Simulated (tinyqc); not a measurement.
Time-domain thermoreflectance: layered heat flow under a modulated pulse train, and what the signal ratio measures: one step, computed by the program tinyqc.

Pulses repeat at 80 MHz; heat is laid down at the surface, all layers are isotropic, and the film is in perfect contact with the substrate.

Task: Length and time scales. Penetration depth sqrt(kappa/(pi f C)); effusivity sqrt(kappa C); cooling time of the metal d C_m/G; Kapitza length kappa/G.

Inputs (values chosen for the exercise, modelled on aluminium on silica):

| quantity | value | unit |
|---|---|---|
| metal thickness d | 78 | nm |
| metal heat capacity | 2.42 | MJ/(m^3 K) |
| boundary conductance G under the metal | 46 | MW/(m^2 K) |
| substrate conductivity kappa | 1.25 | W/(m K) |
| substrate heat capacity C | 1.6 | MJ/(m^3 K) |
| modulation frequency f | 2 | MHz |
| spot radius w (1/e^2, pump and probe) | 16 | micrometre |

Stack: metal, film, substrate.

Give: penetration depth; effusivity; cooling time of the metal; Kapitza length; depth over spot radius.

Result:

penetration depth = 0.35262 micrometre

effusivity = 1414.2 W s^(1/2)/(m^2 K)

cooling time of the metal = 4103.5 ps

Kapitza length = 27.174 nm

depth over spot radius = 0.022039
